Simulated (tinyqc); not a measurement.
Longitudinal sound in a periodic multilayer: transfer matrices, stop bands and folded phonons: one step, computed by the program tinyqc.

Layers 1 and 2 repeat with period d = d_1 + d_2; waves travel normal to the layers, without loss. State vector (u, s): displacement u and stress divided by omega. Impedances Z = rho v are in 1e6 kg/(m^2 s).

Task: Transfer matrix of one period. A layer maps (u, s) by [[cos p, sin p/Z], [-Z sin p, cos p]], p = 2 pi f d_i/v_i; one period is M = M_2 M_1, and cos(q d) = trace(M)/2.

Inputs (values chosen for the exercise, modelled on silica (layer 1), platinum (layer 2) and gallium arsenide (substrate)):
```
quantity       value  unit
velocity v_1    6010   m/s
thickness d_1    774    nm
velocity v_2    4130   m/s
thickness d_2    529    nm
frequency f     1.67   GHz
```

Z_2 = 88.795

Z_1 = 13.1619

Give: phase p_1; phase p_2; M; trace(M)/2.

Result:

phase p_1 = 1.351 rad

phase p_2 = 1.344 rad

M:
```
          1        2
1  -0.09202  0.01906
2    -21.72   -6.367
```

trace(M)/2 = -3.230

|trace/2| > 1: f lies in a stop band, and the amplitude falls by a factor 6.300 a period.
